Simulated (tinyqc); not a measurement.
Inside a calculation. Model: AlGaN/GaN HEMT with access regions, lumped model.

Program tinyqc, `OMP_NUM_THREADS=1 python tinyqc.py 2570077 2570078 out.jsonl`; Intel Xeon 2.30GHz, shared host, one thread, about 0.03 s. Printed values are rounded.

A polarisation-induced electron sheet under a Schottky gate, in series with two ungated access regions and contacts. Drift law v = mu E/(1 + mu E/vs) under the gate. Currents in mA/mm, resistances in ohm mm. No self-heating, no channel-length modulation; fits for polarisation, barrier and offset are chosen for the exercise.

Values chosen for this exercise; values close to those of AlGaN/GaN structures:
- x = 0.17 (aluminium share of the barrier)
- d = 15 nm (barrier thickness)
- eps_r = 9.1 (relative permittivity of barrier and channel)
- mu = 1200 cm^2/(V s) (channel mobility)
- vs = 1.4e7 cm/s (saturation velocity)
- Lg = 0.25 um (gate length)
- Ls = 0.5 um (source access length)
- Ld = 2 um (drain access length)
- Rc = 0.35 ohm mm (resistance of each contact)
- ft = 0 (share of the drain-access electrons removed by traps)
- Vg = 0.5 V (gate voltage)
- Vd = 1 V (drain voltage)
- Ec = 2.6 MV/cm (critical field)
- te = 0.36 um (depth over which the depleted charge spreads)
- tf = 50 nm (insulator under the field plate)
- ei = 7 (relative permittivity of that insulator)

Constants: q = 1.602176634e-19 C, eps0 = 8.8541878128e-14 F/cm where lengths are in cm. Results are converted to the units shown.

## Polarisation charge, threshold and sheet resistance

sigma = (5e13 x + 1.6e13 x^2) cm^-2, phiB = 0.84 + 1.3 x, dEc = 0.7 (1.71 x + x^2) in volts, Cb = eps0 eps_r/d, VT = phiB - dEc - q sigma/Cb, access density n0 = -Cb VT/q. Rsh = 1/(q mu n0); largest access current q n0 vs.

sigma = 8.96240e12 cm^-2
Cb = 0.537154 uF/cm^2
VT = -1.83595 V
n0 = 6.15529e12 cm^-2
Rsh = 845.006 ohm
q n0 vs = 1380.66 mA/mm

## Iteration 1: drain current

I at the start = 260 mA/mm

Access resistance R(L, n) = L/(q mu n sqrt(1 - (I/(q n vs))^2)); Rs = Rc + R(Ls, n0), Rd = Rc + R(Ld, (1 - ft) n0). Vg' = Vg - I Rs, Vd' = Vd - I (Rs + Rd); with u = Vg' - VT, Vc = vs Lg/mu and w the smaller of Vd' and Vc [sqrt(1 + 2 u/Vc) - 1] (0 if negative), the channel gives (mu Cb/Lg)(u w - w^2/2)/(1 + w/Vc). I(new) = I + 0.1 (channel current - I).

Rs = 0.780200 ohm mm
Rd = 2.07080 ohm mm
Vg' = 0.297148 V
Vd' = 0.258740 V
channel current = 708.345 mA/mm
I after iteration 1 = 304.835 mA/mm

## Iteration 2: drain current

As before.

Rs = 0.783193 ohm mm
Rd = 2.08277 ohm mm
Vg' = 0.261256 V
Vd' = 0.126354 V
channel current = 462.354 mA/mm
I after iteration 2 = 320.587 mA/mm

## Course of the iteration: drain current

Stop when I changes by less than 1e-6 mA/mm, or after 60 iterations. I must stay below q (1 - ft) n0 vs.

Course of the iteration:
```
iteration  I (mA/mm)  |change| (mA/mm)
1            304.835              44.8
2            320.587              15.8
3            321.405             0.818
4            321.346            0.0590
5            321.350           4.63e-3
6            321.350           3.62e-4
7            321.350           2.83e-5
8            321.350           2.21e-6
9            321.350           1.73e-7
```

Converged in 9 iterations. At the end each change is about 0.078 times the one before, with alternating sign: linear convergence. Of Vd, 7.70 % reaches the channel; the access current is 23 % of its limit.

## On-resistance and breakdown

sigma = (5e13 x + 1.6e13 x^2) cm^-2, phiB = 0.84 + 1.3 x, dEc = 0.7 (1.71 x + x^2) in volts, Cb = eps0 eps_r/d, VT = phiB - dEc - q sigma/Cb, access density n0 = -Cb VT/q. Ron = 2 Rc + Ls/(q mu n0) + Ld/(q mu (1 - ft) n0) + Lg/(mu Cb (Vg - VT)). Off state: a depleted stretch that holds the voltage V has the peak field sqrt(k V), k = 2 q n0/(eps0 eps_r te), so one edge holds V1 = Ec^2/k. The sheet under the plate pinches off at Vf = q n0 (1/Cb + tf/(eps0 ei)); beyond it the gate edge is screened. BV = V1 if Vf >= V1, else Vf + V1, and at most Ec Ld. Specific resistance Ron (Ls + Lg + Ld); figure of merit BV^2 over it.

Ron = 2.97855 ohm mm
Vf = 9.79172 V
V1 = 99.4146 V
BV = 109.206 V
specific resistance = 0.0819101 mohm cm^2
figure of merit = 145.599 MW/cm^2

The plate raises BV by a factor of 1.10.
